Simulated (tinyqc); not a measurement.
## Contact resistivity and sheet resistance from two contact lengths

Problem. Rc = [sqrt(rc Rsh)/Wc] coth(Lc/(2 LT)), LT = sqrt(rc/Rsh), Wc = 42 nm; the second contact is twice as long as the first. Find LT, rc and Rsh.

Rc for Lc = 15 and 30 nm (ohm): 642.995305  333.488021

Solution. With t = tanh(Lc/(2 LT)) for the shorter contact, the resistance of the longer over that of the shorter is (1 + t^2)/2. Then sqrt(rc Rsh) = Rc t Wc, and rc and Rsh follow by multiplying and dividing by LT.

LT = 38.3 nm
rc = 2.00e-9 ohm cm^2
Rsh = 136 ohm

tinyqc, about 0.04 s, one thread, Intel Xeon 2.30GHz (shared host): `OMP_NUM_THREADS=1 python tinyqc.py 2170084 2170085 out.jsonl`
